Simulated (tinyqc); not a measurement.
How many bands a k.p model needs: band 5 from Gamma to K: k.p theory built from an empirical-pseudopotential calculation at Gamma.

Empirical pseudopotential on the fcc lattice, atoms at +/- tau, tau = a (1,1,1)/8, no spin-orbit coupling. H(G,G') = c (2 pi/a)^2 |k + G|^2 delta + VS(q) cos(q.tau) + i VA(q) sin(q.tau), q = G - G', c = hbar^2/2m0; k and G in units of 2 pi/a; VS at |q|^2 = 3, 8, 11 and VA at 3, 4, 11, in rydberg, zero elsewhere. The basis is fixed: all 59 G with |G|^2 up to Gcut. Energies are counted from the fourth level at Gamma.

k.p in the lowest n states at Gamma: H_nm = (E_n + c k^2) delta + 2 c k.<n|G|m>, k in 1/angstrom; with all states of the basis it is exact.

Constants: hbar^2/2m0 = 3.80998211 eV angstrom^2; Ry = 13.60569312 eV.

Inputs chosen for the exercise (near those of Ge; shifted at random, so the results belong to these values and not to a real crystal): a = 5.647 angstrom (lattice constant); VS = (-0.232, 0.011, 0.062) Ry (symmetric form factors); VA = (0, 0, 0) Ry (antisymmetric form factors); Gcut = 12 (2 pi/a)^2 (largest |G|^2 of the fixed basis).

Band 5 (counted from below) at k = f (0.75, 0.75, 0) 2 pi/a; n ends on whole multiplets.

Energies (eV):

| f | n = 8 | n = 15 | n = 27 | n = 59 (exact) |
|---|---|---|---|---|
| 0.000 | 1.388 | 1.388 | 1.388 | 1.388 |
| 0.250 | 2.750 | 2.640 | 2.635 | 2.634 |
| 0.375 | 3.298 | 2.949 | 2.940 | 2.937 |
| 0.500 | 3.929 | 3.070 | 3.058 | 3.052 |
| 0.625 | 4.699 | 2.918 | 2.908 | 2.892 |
| 0.750 | 5.624 | 2.560 | 2.549 | 2.521 |
| 0.875 | 6.710 | 2.156 | 2.144 | 2.099 |
| 1.000 | 7.959 | 1.811 | 1.797 | 1.730 |

Give the missing row, f = 0.125.

Computed row:
```
f      n = 8  n = 15  n = 27  n = 59 (exact)
0.125  2.080   2.064   2.063           2.063
```

With n = 8 the band stays within 0.05 eV of the exact one up to f = 0.125 (error at K: +6.229 eV). With n = 15 the band stays within 0.05 eV of the exact one up to f = 0.750 (error at K: +0.081 eV). With n = 27 the band stays within 0.05 eV of the exact one up to f = 0.875 (error at K: +0.067 eV). A smaller basis can only raise a level. The exact band has its minimum on these points at f = 0.000; n = 8 puts it at f = 0.000.

Computed by tinyqc, a small Python program: `OMP_NUM_THREADS=1 python tinyqc.py 1080778 1080779 out.jsonl` (the numbers bound the seed that draws the inputs); one thread of a shared host (Intel(R) Xeon(R) Processor @ 2.30GHz), about 0.3 s for the whole set of steps.
